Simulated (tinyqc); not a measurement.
# Ballistic conductance of a hard-wall wire of rectangular section by counting modes, step by step

tinyqc, about 0.5 s, one thread, Intel Xeon 2.30GHz (shared host): `OMP_NUM_THREADS=1 python tinyqc.py 2740121 2740122 out.jsonl` Printed values are rounded.

Subband edges E_(a,b) = (C pi^2/m) [(a/W)^2 + (b/Hh)^2], a, b = 1, 2, ...; C = hbar^2/(2 m0). Every mode transmits fully; spin gives the factor 2 in 2 q^2/h, valleys the factor gv.

Inputs (values chosen for the exercise): temperature T = 77 K; mass m = 0.25 m0; valleys gv = 1; Fermi energy above the bulk band edge Ef = 0.102 eV; width W = 8.9 nm; height Hh = 8.8 nm; highest subband edge listed Et = 0.129 eV.

Constants: q = 1.602176634e-19 C, kB = 1.380649e-23 J/K, hbar = 1.054571817e-34 J s, h = 6.62607015e-34 J s, m0 = 9.1093837015e-31 kg, Vt = kB T/q, hbar^2/(2 m0) = 0.0380998212 eV nm^2. Results are converted to the units shown.

## Subband edges and their occupation

List the edges below Et; each adds its degeneracy times f = 1/(1 + exp((E_n - Ef)/Vt)) to the thermal mode count.

```
mode   edge (eV)  degeneracy          f
1,1   0.03841207           1  0.9999311
2,1   0.09537914           1  0.7306290
1,2   0.09668121           1  0.6903134
```

## Conductance and ballistic resistance

G = (2 q^2/h) gv M; at zero temperature M counts the edges below Ef, at T it is the sum of degeneracy times f. The smooth (Sharvin) count is kF^2 A/(4 pi), kF = sqrt(m Ef/C), A = W Hh, perimeter p = 2 (W + Hh), and with the boundary term kF^2 A/(4 pi) - kF p/(4 pi). The sum runs over the edges listed.

M at zero temperature = 3
M at T = 2.420873
G = 187.5715 uS
resistance 1/G = 5.331300 kohm
smooth count = 4.171383

The smooth count is 72 % above M at T. With the boundary term it is 1.87.
